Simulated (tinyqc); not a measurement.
## Slope factor and drain-induced lowering from three currents

Problem. With source and body at 0 V, I = A exp((Vg + dd Vd)/(nf Vt)) (1 - exp(-Vd/Vt)). Find nf, the swing nf Vt ln 10 and dd.

Parameters, values chosen for the exercise:
- T = 398 K (temperature)

Constants: q = 1.602176634e-19 C, kB = 1.380649e-23 J/K, Vt = kB T/q. Results are converted to the units shown.

currents at (Vg, Vd) = (0, 0.05), (0, 0.8) and (0.06, 0.8) V (nA/um): [0.34124073, 3.7705140, 14.049241]

Solution. The pair at equal Vd gives nf; the pair at equal Vg, after dividing out the factors 1 - exp(-Vd/Vt), gives dd.

nf = 1.330
swing = 105.0 mV/decade
dd = 0.1300

tinyqc, about 0.03 s, one thread, Intel Xeon 2.30GHz (shared host): `OMP_NUM_THREADS=1 python tinyqc.py 2242008 2242009 out.jsonl`
